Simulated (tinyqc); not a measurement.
Ideality, saturation current and resistance from three points.

Inverse problem. Well above the saturation current a diode obeys V = n Vt ln(I/I0) + I Rs. Find n, Rs and I0.

Values chosen for this exercise: temperature T = 325 K.

Constants: q = 1.602176634e-19 C, kB = 1.380649e-23 J/K, Vt = kB T/q. Results are converted to the units shown.

currents (A): [2e-6, 0.0004, 0.008]
voltages (V): [0.32679362, 0.53012045, 0.64577714]

Answer. V is linear in the three unknowns n Vt, Rs and -n Vt ln I0, so three points give a linear system.

n = 1.370
Rs = 0.09400 ohm
I0 = 4.000e-10 A

tinyqc, about 0.01 s, one thread, Intel Xeon 2.30GHz (shared host): `OMP_NUM_THREADS=1 python tinyqc.py 2260142 2260143 out.jsonl`
